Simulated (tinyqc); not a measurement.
# Epitaxial growth on a vicinal surface: Burton-Cabrera-Frank step flow, step-edge barrier and island nucleation, step by step

A worked calculation. Computed by tinyqc, a small Python program that keeps every step. Command: `OMP_NUM_THREADS=1 python tinyqc.py 3002593 3002594 out.jsonl stepflow walk`. One thread of a shared host (Intel(R) Xeon(R) Processor @ 2.30GHz), about 0.01 s of CPU time with the checks. Intermediate numbers are printed to about 6 digits and carried at full precision; extremes and crossings named in words are read from the listed rows.

Adatoms land at rate F, hop on a square grid (a simplification for hexagonal faces), desorb, or join steps. Lengths are in units of a and n is the adatom coverage. Steps ascend at x = 0 and descend at x = l.

Inputs (values chosen for the exercise, close to those used for Si(001)):
```
quantity                     value      unit
site spacing a                3.84  angstrom
step height h                 1.36  angstrom
diffusion barrier E_d        0.671        eV
desorption energy E_a         2.85        eV
adatom formation energy E_f   1.29        eV
step-edge barrier E_s         0.29        eV
attempt frequency nu             1       THz
deposition rate F              0.2  layers/s
miscut angle                     2   degrees
temperature T                  540         C
critical nucleus size i          1         -
```

Constants: k_B = 8.617333262e-05 eV/K.

## Scales

D = nu exp(-E_d/(k_B T)) (a^2/s, nu counted per direction); tau = exp(E_a/(k_B T))/nu; x_s = sqrt(D tau); n_eq = exp(-E_f/(k_B T)); terrace width l = h/(a tan(miscut)); Schwoebel length l_s = exp(E_s/(k_B T)) - 1. Temperatures in kelvin are T(C) + 273.15.

D = 6.93818e+07 a^2/s

lifetime tau = 461169 s

diffusion length x_s = 5.65657e+06 a

equilibrium coverage n_eq = 1.01107e-08

terrace width l = 10.1420 a

Schwoebel length l_s = 61.7156 a

l/x_s = 1.79e-6: nearly every adatom reaches a step.

## Terrace solution

D n'' - n/tau + F = 0 with n(0) = n_eq and -l_s n'(l) = n(l) - n_eq. With u = n - F tau, A = n_eq - F tau, y = l/x_s, s = l_s/x_s: u = A cosh(x/x_s) + B sinh(x/x_s), B = A (1 - cosh y - s sinh y)/(sinh y + s cosh y). Flux into the ascending step J+ = D B/x_s, over the descending one J- = -(D/x_s)(A sinh y + B cosh y); step velocity J+ + J-; growth rate (J+ + J-)/l. For small y: J+ + J- = (F - n_eq/tau) l, J-/J+ = l/(l + 2 l_s). The coverage peaks where n' = 0, tanh(x/x_s) = -B/A.

J+ = 1.88526 atoms per step site and s

J- = 0.143145 atoms per step site and s

growth rate = 0.2 layers/s

peak coverage = 1.38177e-07

position of the peak = 9.42628 a

Less than 1e-8 % of the flux desorbs; even closely spaced steps lose n_eq/tau, 1.1e-11 % of F. The ascending step takes 92.9 %: the barrier makes an uphill current, which evens out terrace widths but makes steps meander and favours mounds on wide terraces.

## Step flow or islands

Island density on a flat surface without desorption: N = 0.25 (F/D)^(i/(i+2)) exp(E_i/((i+2) k_B T)) per site, with E_i = 0 for i = 1; spacing l_n = N^(-1/2). Step flow needs an effective width l_eff = 2 x(peak) below l_n.

island density N on a flat surface = 3.55796e-04 per site

island spacing l_n = 53.0151 a

ratio l_eff/l_n = 0.355608

Steps capture adatoms before they meet: step flow. Caution: the prefactor 0.25 and the criterion are estimates, good to a factor of about two in length.

## Growth mode over temperature

x(peak) solves tanh(x/x_s) = -B/A. Rows where evaporation outweighs deposition are left out.

Scales:
```
T (C)      x_s (a)  l_s (a)  incorporated share  l_n (a)  l_eff/l_n
340    9.01842e+08  240.908             1.00000  31.5001   0.630927
390    1.90517e+08  158.930             1.00000  36.9504   0.532488
440    5.00513e+07  111.049             1.00000  42.3845   0.458547
490    1.56663e+07   81.250             1.00000  47.7515   0.401213
540    5.65657e+06   61.716             1.00000  53.0151   0.355608
590    2.29824e+06   48.347             1.00000  58.1501   0.318579
640    1.03056e+06   38.861             1.00000  63.1399   0.288010
690    5.02247e+05   31.920             1.00000  67.9745   0.262430
740    2.62767e+05   26.705             1.00000  72.6482   0.240784
```

The ratio stays below 1: step flow in every row. Incorporation goes from 100.0 % to 100.0 %.

Checks made by the program: growth rate against F minus desorption, from a numerical solution (relative difference below 1e-10).
